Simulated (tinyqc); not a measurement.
Non-radiative capture by multiphonon emission, one effective mode: one step, computed by the program tinyqc. Command: `OMP_NUM_THREADS=1 python tinyqc.py 3014615 3014616 out.jsonl capture walk`. One thread of a shared host (Intel(R) Xeon(R) Processor @ 2.30GHz), about 0.01 s of CPU time with the checks.

The initial state (free carrier plus empty centre) lies dE above the final state; both have the same frequency and are displaced by dQ.

Problem. Scaled coefficient, cross-section and lifetime. Sommerfeld factor of a repulsive centre: s(k) = 2 pi nu/(exp(2 pi nu) - 1), nu = sqrt(Ry*/E), Ry* = Ry m/eps^2, averaged over (2/sqrt(pi)) sqrt(x) exp(-x) dx with x = E/k_B T = t^2 (trapezoid, t to 6 in steps of 0.01). C = s C_0; v = sqrt(3 k_B T/m); sigma = C/v; tau = 1/(C N_t).

Inputs (values chosen for the exercise, with mass, screening and phonons like those of beta-Ga2O3):
```
quantity,value,unit
carrier mass m,3.11,m_0
dielectric constant eps,9.95,-
temperature T,400,K
defect density N_t,4e+16,cm^-3
```

Centre: repulsive.

C_0 = 6.493273e-11 cm^3/s

Constants: Ry = 13.605693123 eV; k_B = 8.617333262e-05 eV/K; k_B = 1.380649e-23 J/K; m_0 = 9.1093837015e-31 kg.

Give: Sommerfeld factor s; capture coefficient C; thermal velocity v; cross-section sigma; capture time.

Solution.

Sommerfeld factor s = 3.978e-05

capture coefficient C = 2.583e-15 cm^3/s

thermal velocity v = 7.647e+06 cm/s

cross-section sigma = 3.377e-22 cm^2

capture time = 0.009679 s

Caution: the effective Bohr radius is under 10 angstrom, so the effective-mass Sommerfeld factor is rough.
